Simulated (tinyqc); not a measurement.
Hot electrons in a saturated n-channel MOSFET, lucky-electron model: two steps of the calculation.

Beyond pinch-off the lateral field grows as Esat cosh(y/l) over the velocity-saturated region (pseudo-two-dimensional model). Impact ionisation in this region gives the substrate current, which biases the body forward through Rsub. Currents are per width. Local-field laws: they overstate ionisation when the field peak is narrower than an energy relaxation length.

Inputs (values chosen for the exercise); values close to those of silicon n-channel devices: channel length L = 0.25 um; oxide thickness tox = 4.6 nm; junction depth xj = 78 nm; threshold VT = 0.55 V; effective mobility mu = 430 cm^2/(V s); saturation velocity vs = 8e6 cm/s; ionisation prefactor Ai = 2e6 1/cm; ionisation field Bi = 1.67 MV/cm; resistance of the lightly doped drain Rd = 400 ohm um; substrate resistance Rsub = 2200 ohm um; fall of VT per volt of forward body bias kb = 0.46; drain voltage Vd = 1.9 V; gate voltage Vg = 1.2 V.

Constants: eps0 = 8.8541878128e-14 F/cm where lengths are in cm. Results are converted to the units shown.

Question 1. Length and field scales. Cox = 3.9 eps0/tox, l = sqrt(3 tox xj), Esat = 2 vs/mu.

Find: Cox; l; Esat; Esat L.

Answer 1.

Cox = 0.7507 uF/cm^2
l = 32.81 nm
Esat = 0.03721 MV/cm
Esat L = 0.9302 V

Question 2. Body bias from the substrate current. Cox = 3.9 eps0/tox. Overdrive g = Vg - VT + kb Vb; Vdsat = g Esat L/(g + Esat L); Id = Cox vs (g - Vdsat); dV = Vd - Id Rd - Vdsat; Em = sqrt((dV/l)^2 + Esat^2); Isub = Id (Ai/Bi) l Em exp(-Bi/Em). Vb(new) = Rsub Isub.

Vb after iteration 1 = 0.014403695 V
l = 32.808535 nm
Esat = 0.037209302 MV/cm

Wanted: Vdsat; Id; dV; Em; Isub; Vb after iteration 2.

Answer 2.

Vdsat = 0.38492 V
Id = 163.17 uA/um
dV = 1.4498 V
Em = 0.44346 MV/cm
Isub = 6.5816 uA/um
Vb after iteration 2 = 0.014480 V

Program tinyqc, `OMP_NUM_THREADS=1 python tinyqc.py 2550010 2550011 out.jsonl`; Intel Xeon 2.30GHz, shared host, one thread, about 0.01 s.
